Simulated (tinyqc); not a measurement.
Microkinetic model of a Langmuir-Hinshelwood surface reaction A + (1/2) B2 = AB with Bronsted-Evans-Polanyi barriers: one step, computed by the program tinyqc.

A adsorbs in equilibrium; B2 dissociates irreversibly on two free sites; adsorbed A and B react irreversibly and AB leaves at once. theta_A + theta_B + theta_* = 1.

Problem. Steady state in closed form. theta_A = K_A p_A theta_*; 2 k1 p_B theta_*^2 = k2 theta_A theta_B, so theta_B = w theta_* with w = 2 k1 p_B/(k2 K_A p_A); theta_* = 1/(1 + K_A p_A + w); rate r = k2 theta_A theta_B.

Inputs (values chosen for the exercise, for a model catalyst): pressure p_A = 0.63 bar; pressure p_B = 0.14 bar; temperature T = 575 K.

K_A = 0.006246617 1/bar

k1 = 180253.2 1/(bar s)

k2 = 14146.13 1/s

Give: w; theta_*; theta_A; theta_B; rate r.

Solution.

w = 906.6

theta_* = 0.001102

theta_A = 4.336e-06

theta_B = 0.9989

rate r = 0.06127 1/s per site

The surface is covered by B, and the reaction step limits.
